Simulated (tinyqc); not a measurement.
# Charge centroid from charge and shift

Question. A sheet of N electrons in the storage layer of a charge-trap cell shifts the threshold by U = (q/eps0) N (tb/eb + xc tn/en). Find xc and the distance xc tn from the blocking layer.

Values chosen for this exercise: storage layer tn = 8.2 nm; its relative permittivity en = 7.4; blocking layer tb = 7 nm; its relative permittivity eb = 3.9.

Constants: q = 1.602176634e-19 C, eps0 = 8.8541878128e-14 F/cm where lengths are in cm. Results are converted to the units shown.

N = 1.1e13 cm^-2
U = 4.3446052 V

Answer. U eps0/(q N) is the electrical distance from the gate; subtract that of the blocking layer.

xc = 0.3500
distance = 2.870 nm

Computed by the program tinyqc: `OMP_NUM_THREADS=1 python tinyqc.py 2130079 2130080 out.jsonl`, one thread of a shared Intel Xeon 2.30GHz, about 0.01 s for the whole run.
